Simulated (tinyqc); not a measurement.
What moves the results: special k points of the square lattice. A value that a table varies takes the place of the one given here.

Lattice vectors in units of a: a1 = (1, 0), a2 = (0, 1); reciprocal vectors b_i with a_i . b_j = 2 pi delta_ij. Mesh: k = sum_i f_i b_i with f_i = (2 j_i + shift)/(2 N), j_i = 0 .. N-1. The point group of the lattice has 8 operations; only those that map the mesh onto itself are used.

A_m(k) = sum over the m-th star of lattice vectors R of cos(k . R), stars in order of length: m = 1: |R|^2 = 1, 4 vectors, such as (1, 0) in the basis a_i; m = 2: |R|^2 = 2, 4 vectors, such as (1, 1) in the basis a_i; m = 3: |R|^2 = 4, 4 vectors, such as (2, 0) in the basis a_i; m = 4: |R|^2 = 5, 8 vectors, such as (2, 1) in the basis a_i; m = 5: |R|^2 = 8, 4 vectors, such as (2, 2) in the basis a_i; m = 6: |R|^2 = 9, 4 vectors, such as (3, 0) in the basis a_i. The zone mean of every A_m is zero.

Test function, the lower band of a two-band insulator: E(k) = -sqrt(D^2 + (e0 - t A_1(k))^2).

Values chosen for the exercise: D = 2.85 eV (half gap term); t = 0.59 eV (coupling); e0 = 1.03 eV (offset); N = 5 (points along each reciprocal vector); shift = 0 (half steps).

## Mesh size and shift

Errors of the mean of E against the unshifted mesh with N = 96. The fifth column is |R|^2 of the shortest star with a non-zero mean.

Meshes:

| mesh | points | irreducible | operations | \|R\|^2 missed | error (meV) |
|---|---|---|---|---|---|
| 2 Gamma | 4 | 3 | 8 | 4.00 | -182.939 |
| 2 shifted | 4 | 1 | 8 | 4.00 | 195.328 |
| 3 Gamma | 9 | 3 | 8 | 9.00 | -8.257 |
| 3 shifted | 9 | 3 | 8 | 9.00 | 8.230 |
| 4 Gamma | 16 | 6 | 8 | 16.00 | 0.865 |
| 4 shifted | 16 | 3 | 8 | 16.00 | -0.900 |
| 5 Gamma | 25 | 6 | 8 | 25.00 | 0.108 |
| 5 shifted | 25 | 6 | 8 | 25.00 | -0.103 |
| 6 Gamma | 36 | 10 | 8 | 36.00 | -0.008 |
| 6 shifted | 36 | 6 | 8 | 36.00 | 0.008 |
| 8 Gamma | 64 | 15 | 8 | >49 | 0.000 |
| 8 shifted | 64 | 10 | 8 | >49 | 0.000 |
| 10 Gamma | 100 | 21 | 8 | >49 | 0.000 |
| 10 shifted | 100 | 15 | 8 | >49 | 0.000 |

reference mean = -3.22574 eV

How do the results move?

The shifted mesh has the smaller error for 2 of 7 values of N and the larger for 2; the rest agree at the printed digits. The cheapest mesh within 1 meV is 4 shifted, with 3 irreducible points. A mesh misses the lattice vectors N (n1 a1 + n2 a2 + ...); the half shift gives each the sign (-1)^(n1 + n2 + ...), so the 4 shortest ones add up to -4 in place of 4: their term only changes sign. The shift keeps the full symmetry; it leaves fewer irreducible points for N = 2, 4, 6, 8 and 10.

## Gap and mesh density

D takes the values listed; errors against the unshifted mesh with N = 192, for unshifted meshes.

Errors (meV):

| D (eV) | reference (eV) | N = 2 | N = 4 | N = 6 | N = 8 |
|---|---|---|---|---|---|
| 0.2 | -1.3263 | -383.578 | 19.228 | -3.374 | 3.108 |
| 0.4 | -1.3942 | -358.819 | 11.466 | -2.308 | 1.401 |
| 0.8 | -1.5997 | -311.218 | 4.831 | -0.901 | 0.211 |
| 1.5 | -2.0860 | -251.712 | 2.076 | -0.141 | 0.011 |
| 2.5 | -2.9156 | -197.343 | 1.053 | -0.014 | 0.000 |
| 4.0 | -4.2838 | -146.140 | 0.479 | -0.002 | 0.000 |

What does this show, and why?

The first listed N from which the error stays below 0.5 meV is none for D = 0.2, none for D = 0.4, 8 for D = 0.8, 6 for D = 1.5, 6 for D = 2.5, 4 for D = 4 eV. A larger D makes the function smoother, so its Fourier coefficients fall faster with |R|.

## One point for the whole zone

The mean-value (Baldereschi) point is taken at k = (2 pi/a) (0.25, 0.25), that is f = (0.25, 0.25); the reference is the mesh with N = 96.

Single points:

| point | A_1 | A_2 | A_3 | A_4 | E (eV) |
|---|---|---|---|---|---|
| Gamma | 4.000 | 4.000 | 4.000 | 8.000 | -3.1451 |
| mean-value point | 0.000 | 0.000 | -4.000 | 0.000 | -3.0304 |
| zone-face centre b1/2 | 0.000 | -4.000 | 4.000 | 0.000 | -3.0304 |

reference mean = -3.2257 eV

How do the results move?

The mean-value point makes A_1, A_2 and A_4 vanish. Its error is +195 meV, against +81 meV at Gamma and +195 meV at b1/2. E is not linear in A_1; its powers hold sums of nearest vectors and a non-zero mean, so this point is not exact. A_1 has the same value at b1/2, and E depends on A_1 alone, so this test cannot tell the two points apart. Gamma comes closer here only by chance, since none of its A_m vanish.

## What moves the zone average

Mean of E over the mesh, and its error against the unshifted mesh with N = 96. Each row changes one parameter from the base and keeps the others.

Results:

| case | mean (eV) | error (meV) | irreducible points |
|---|---|---|---|
| base | -3.2256 | 0.11 | 6 |
| N = 6 | -3.2257 | -0.01 | 10 |
| shift = 1 | -3.2258 | -0.10 | 6 |
| D = 1.995 eV | -2.4833 | 0.26 | 6 |
| t = 0.767 eV | -3.3513 | 0.19 | 6 |

What does this show?

The largest shifts from the base row, up to three for each result and ties (the steps differ in size, so this ranks the rows, not the parameters). mean (eV): D +0.7423, t -0.1256, shift -0.0002. error (meV): shift -0.21, D +0.15, N -0.12. irreducible points: N +4; unchanged at the printed digits by shift, D and t.

tinyqc: `OMP_NUM_THREADS=1 python tinyqc.py 1680041 1680042 out.jsonl`; about 0.09 s, one thread, shared Intel(R) Xeon(R) Processor @ 2.30GHz.
